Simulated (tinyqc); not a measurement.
Length of a molecular wire: coherent transport through a tight-binding bridge. Computed by the program tinyqc. T = Gamma_L Gamma_R |G_1n|^2 with the self-energies of semi-infinite chains.

A uniform bridge between two chains:
```
parameter                       value
site energy (eV)             0.770000
hopping in the bridge (eV)   0.850000
lead hopping (eV)            1.970000
couplings (eV)              0.59, 0.4
E (eV)                      -0.480000
```

Transmission against length:
```
sites           T    ln T
2      5.6810e-02  -2.868
3      5.3657e-01  -0.623
4      1.0968e-01  -2.210
5      3.8408e-02  -3.259
6      4.6439e-02  -3.070
7      2.5754e-01  -1.357
8      1.8133e-01  -1.707
9      4.2679e-02  -3.154
10     4.0465e-02  -3.207
```

What does the comparison show, and why?

E lies inside the band of the bridge (|E - e|/2h = 0.735 < 1): T does not decay but oscillates with length, between 0.038 and 0.537 here, as levels of the bridge pass E.
